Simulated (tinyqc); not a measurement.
Changing the critical dose Q_c: permeation of metal atoms or ions through a thin barrier or dielectric: time lag, field-aided drift and lifetime. Computed by tinyqc, a small Python program. Command: `OMP_NUM_THREADS=1 python tinyqc.py 3024142 3024143 out.jsonl barrier sweep`. One thread of a shared host (Intel(R) Xeon(R) Processor @ 2.30GHz), about 0.02 s of CPU time with the checks.

The film 0 < x < d is empty at first; C = C0 at x = 0 and C = 0 at x = d. dC/dt = D d2C/dx2.

Inputs (values chosen for the exercise, for a model case: neutral metal atoms through a barrier): thickness d = 8.8 nm; prefactor D0 = 0.022 cm^2/s; activation energy E = 1.44 eV; concentration at the source side C0 = 1.6e+19 1/cm^3; charge number z = 0; voltage V (positive drives ions across) = 0 V; test temperature T = 300 C; use temperature T_u = 100 C.

Constants: k_B = 8.617333262e-05 eV/K.

Method:
- D = D0 exp(-E/(k_B T)); time scale d^2/D; Peclet number P = z V/(k_B T), k_B T in eV; 1 nm = 1e-7 cm.
- Temperatures in kelvin are T(C) + 273.15.
- Steady flux J = (D C0/d) P/(1 - exp(-P)); time lag in units of d^2/D: s_L = [P (1 + exp(-P))/(1 - exp(-P)) - 2]/P^2 (P = 0: J = D C0/d, s_L = 1/6).
- Dose through the film Q(s) = C0 d {f (s - s_L) - 2 exp(P/2) sum_(n=1..200) (-1)^n n^2 pi^2 exp(-l_n s)/l_n^2}, l_n = n^2 pi^2 + P^2/4, f = P/(1 - exp(-P)) the relative flux.
- Solve Q = Q_c for s. At the use temperature D and P take T_u, with the same C0 and V; 1 year = 3.15576e7 s.

One run for each value:
```
critical dose Q_c (1/cm^2)  failure time at T (s)  s at the critical dose  failure time at T_u (years)
6.00e+09                               8.7125e+00              5.3889e-02                   1.6890e+00
6.00e+10                               1.3825e+01              8.5514e-02                   2.6802e+00
6.00e+11                               2.7866e+01              1.7236e-01                   5.4021e+00
6.00e+12                               9.5746e+01              5.9222e-01                   1.8562e+01
6.00e+13                               7.1590e+02              4.4280e+00                   1.3879e+02
6.00e+14                               6.9164e+03              4.2780e+01                   1.3408e+03
6.00e+15                               6.8922e+04              4.2630e+02                   1.3361e+04
```

Over the rows, failure time at T (s) rises from 8.71 to 68900 (exponent d ln y / d ln x 0.20 between the first rows and 1.00 between the last); s at the critical dose rises from 0.0539 to 426 (exponent d ln y / d ln x 0.20 between the first rows and 1.00 between the last); failure time at T_u (years) rises from 1.69 to 13400 (exponent d ln y / d ln x 0.20 between the first rows and 1.00 between the last). At the high end the exponent of failure time at T is 1.00, close to 1: steady flow.

Caution (all rows): grain boundaries, pinholes, trapping and space charge are left out; thin real barriers usually fail at defects.
